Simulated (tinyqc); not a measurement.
Surface photovoltage measurement of the minority-carrier diffusion length in a wafer. Changing the diffusion length L. Computed by tinyqc, a small Python program. Command: `OMP_NUM_THREADS=1 python tinyqc.py 3130128 3130129 out.jsonl spv sweep`. One thread of a shared host (Intel(R) Xeon(R) Processor @ 2.30GHz), about 0.02 s of CPU time with the checks.

Low injection, steady light, a depletion layer much thinner than 1/alpha and L. The excess density dn is taken at the front edge of the neutral region; light that reaches the back is lost.

Inputs (values chosen for the exercise, modelled on p-type silicon at room temperature): wafer thickness W = 525 micrometre; diffusivity D = 31.9 cm^2/s; front recombination velocity S_f = 22000 cm/s; back recombination velocity S_b = 130 cm/s; photon flux entering = 1.6e+12 1/(cm^2 s); minority density at the surface barrier scale n_0 = 6e+08 1/cm^3; temperature T = 298 K; wavelength = 844 nm; relative noise of each reading = 0.2 %.

normal deviates g for the noise: [-0.30, -0.13, -1.24, 1.58, -1.57, -0.64, 0.46]

Constants: k_B = 8.617333262e-05 eV/K.

Method:
- alpha = (84.732/lambda - 76.417)^2 per cm with lambda in micrometre (an empirical fit for silicon between 0.7 and 1.05 micrometre).
- Thick wafer: dn = Phi L/((S_f + D/L)(L + 1/alpha)). Finite wafer, with s = S_b L/D, w = W/L, a = alpha L: dn = [Phi a/(a^2 - 1)] [a - B - exp(-alpha W)(a - s)/(cosh w + s sinh w)]/(S_f + B D/L), B = (sinh w + s cosh w)/(cosh w + s sinh w).
- Photovoltage V = (k_B T/e) ln(1 + dn/n_0). Lifetime = L^2/D.
- Readings y = (Phi/dn) (1 + noise x g) at 780, 830, 880, 920, 950, 975 and 995 nm; a least-squares line y = c (1/alpha + L_app) gives L_app = intercept/slope.

One run for each value; columns: (1) diffusion length L (micrometre); (2) apparent length L_app (micrometre); (3) error of L_app (rounded to 0.001) (%); (4) dn, finite wafer (1/cm^3); (5) B:
```
(1)      (2)      (3)         (4)     (5)
8        8.0   -0.581  8.1459e+06  1.0000
15      14.9   -0.370  1.7123e+07  1.0000
29      28.9   -0.258  3.0306e+07  1.0000
54      53.9   -0.213  4.3363e+07  1.0000
100     99.9   -0.130  5.4106e+07  0.9999
190    194.1    2.154  6.1975e+07  0.9932
370    426.4   15.238  6.7326e+07  0.9172
700    909.7   29.950  7.0229e+07  0.7792
1300  1504.6   15.736  7.1397e+07  0.7589
2500  1907.0  -23.718  7.1797e+07  1.0123
```

Describe the trends.

Over the rows, apparent length L_app (micrometre) rises from 7.95 to 1910 (exponent d ln y / d ln x 1.0 between the first rows and 0.36 between the last); error of L_app (rounded to 0.001) (%) goes from -0.581 through a maximum among these rows, 29.9 at 700, to -23.7; dn, finite wafer (1/cm^3) rises from 8.15e6 to 7.18e7 (exponent d ln y / d ln x 1.2 between the first rows and 0.0085 between the last).

Extremes, crossings and ranges named in words are read from the listed rows.
